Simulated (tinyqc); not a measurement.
Phonon-assisted absorption at an indirect gap, step by step. Values are carried at full precision from step to step, so a last printed digit may differ when a step is redone from the rounded ones.

alpha(E) = sum_j A_j [N_j (E - Eg + w_j)^2 + (N_j + 1)(E - Eg - w_j)^2], each bracket counted only where its base is positive; N_j = 1/(exp(w_j/kB T) - 1). The first term absorbs a phonon and the second emits one; excitons and direct transitions are left out.

Constants: kB = 8.617333262e-05 eV/K.

Values chosen for the exercise (loosely those of SiGe at room temperature; Eg is not tied to T; shifted at random, so the results belong to these values and not to a real crystal):
- Eg = 0.95 eV (indirect gap, held fixed unless listed)
- w = (51.5, 14.1) meV (two zone-edge phonons)
- A = (3100, 300) 1/(cm eV^2) (their strengths)
- T = 500 K
- E = 1.411 eV (photon energy)
- nr = 3.78 (refractive index)
- d = 160 micrometre (thickness)
- xj = 0.19 micrometre (dead layer at the surface)
- W = 22 micrometre (depleted width)
- L = 13 micrometre (minority diffusion length below it)

## The four branches at one energy

Evaluate the occupations and each term.

N_j: 0.4339  2.583

terms with phonon absorption (1/cm): 353.3  174.9

terms with phonon emission (1/cm): 745.4  214.7

alpha = 1488 1/cm
wavelength hc/E (hc = 1239.841984 eV nm) = 878.7 nm

Phonon absorption supplies 35.5 % of alpha; the depth 1/alpha is 6.72 micrometre.

## What a slab does with it

Slab of thickness d in air, incoherent passes: R = ((nr - 1)/(nr + 1))^2, x = exp(-alpha d); transmitted Tr = (1 - R)^2 x/(1 - R^2 x^2), reflected Rt = R + (1 - R)^2 R x^2/(1 - R^2 x^2), absorbed Ab = (1 - R)(1 - x)/(1 - R x).

d in cm is 1e-4 times the value in micrometres.

R = 0.3382
x = 0.0000
Tr = 0.0000
Rt = 0.3382
Ab = 0.6618

A single pass would absorb (1 - R)(1 - x) = 0.6618; the back face adds 0.0000.

## Quantum efficiency of a diode

Photodiode (Gaertner form with a dead layer): QE = (1 - R) exp(-alpha xj) [1 - exp(-alpha W)/(1 + alpha L)], R = ((nr - 1)/(nr + 1))^2; responsivity = QE/E in A/W for E in eV.

Evaluate the factors; 1 micrometre = 1e-4 cm.

passes the dead layer = 0.9721
collected share = 0.9871
QE = 0.6350
responsivity = 0.4500 A/W

Without diffusion from below the collected share would be 0.9622.

## Checks

- Tr + Rt + Ab against 1: both 1.000000.

Run: tinyqc, `OMP_NUM_THREADS=1 python tinyqc.py 1650055 1650056 out.jsonl`; Intel(R) Xeon(R) Processor @ 2.30GHz, one thread, shared host; about 0.01 s of CPU time with all checks.
